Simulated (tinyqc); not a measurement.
## Junction parameters from two forward currents

Question. D(v) = J1 (exp(v/Vt) - 1) + J2 (exp(v/(2 Vt)) - 1). Find J1, J2 and the voltage 2 Vt ln(J2/J1) near which both parts are equal.

Inputs (values chosen for the exercise): temperature T = 398 K.

Constants: q = 1.602176634e-19 C, kB = 1.380649e-23 J/K, Vt = kB T/q. Results are converted to the units shown.

junction voltages (V): [0.29, 0.7]
currents (uA/um): [1.4910748e-6, 0.0013185154]

Answer. The current is linear in J1 and J2, so two points give two equations.

J1 = 9.900e-13 uA/um
J2 = 2.200e-8 uA/um
crossover = 0.6865 V

Numbers from tinyqc (`OMP_NUM_THREADS=1 python tinyqc.py 2182239 2182240 out.jsonl`; about 0.2 s on one thread of a shared Intel Xeon 2.30GHz).
